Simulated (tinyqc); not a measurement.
Standing waves and exposure in a photoresist film, step by step. Values are carried at full precision from step to step, so a last printed digit may differ when a step is redone from the rounded ones.

Normal incidence from air. Unexposed resist: N1 = n1 + i k1 with k1 = (A + B) lam/(4 pi), lam in micrometres. r01 = (1 - N1)/(1 + N1), t01 = 2/(1 + N1). Substrate Ns = ns + i ks: r12 = (N1 - Ns)/(N1 + Ns). With p = exp(2 pi i N1 d/lam), the field at depth z is E(z) = t01 [exp(2 pi i N1 z/lam) + r12 p^2 exp(-2 pi i N1 z/lam)]/(1 + r01 r12 p^2), the relative intensity I(z) = n1 |E(z)|^2 and the reflectance R = |(r01 + r12 p^2)/(1 + r01 r12 p^2)|^2.

Values chosen for the exercise (a resist on polySi, indices near tabulated ones; the results hold for these values, not for the real material): lam = 365 nm (vacuum wavelength); n1 = 1.721 (resist index); A = 0.58 1/micrometre (bleachable absorption (Dill A)); B = 0.07 1/micrometre (fixed absorption (Dill B)); d = 1163 nm (resist thickness); ns = 4.825 (substrate n); ks = 2.599 (substrate k); C = 0.032 cm^2/mJ (exposure rate (Dill C)); D = 15 mJ/cm^2 (incident dose); Ld = 10 nm (diffusion length of the post-exposure bake).

## Interface coefficients

Form N1, r01, t01 and r12.

N1 = 1.72100+0.01888i
r01 = -0.2650-0.0051i
t01 = 0.7350-0.0051i
r12 = -0.5447-0.1763i
|r12|^2 = 0.3278

Next to the bottom the intensity swings by a factor ((1 + |r12|)/(1 - |r12|))^2 = 13.5 between antinode and node.

## Round trip and reflectance

Form p^2, the denominator and R; the period of the standing wave is lam/(2 n1).

p^2 = 0.4597-0.0959i
1 + r01 r12 p^2 = 1.0707+0.0090i
R = 0.2482
period = 106.04 nm

The film holds 10.97 periods.

## Intensity and exposure over the lowest period

Nine depths from d - period to d. Without bleaching during the exposure the share of unexposed compound is m = exp(-C D I).

Profile:
```
z (nm)      I      m
1057.0  0.110  0.949
1070.2  0.134  0.938
1083.5  0.385  0.831
1096.7  0.716  0.709
1110.0  0.930  0.640
1123.2  0.901  0.649
1136.5  0.644  0.734
1149.7  0.309  0.862
1163.0  0.091  0.957
```

I runs from 0.091 to 0.930 on these points, so m runs from 0.640 to 0.957; the least exposed point listed lies 0.0 nm above the bottom.

## Smoothing by the bake

Gaussian diffusion of length Ld multiplies a cosine of period L by exp(-2 pi^2 Ld^2/L^2). Give that factor, and the Ld that leaves 10 %.

factor = 0.839
Ld for 10 % = 36.22 nm

## Checks

- R against the transfer-matrix product: both 0.24815.
- Absorption (A + B) d times the mean of I against 1 - R - T: both 0.497.

Program tinyqc; command `OMP_NUM_THREADS=1 python tinyqc.py 1681572 1681573 out.jsonl`; about 0.01 s on one thread of a shared Intel(R) Xeon(R) Processor @ 2.30GHz.
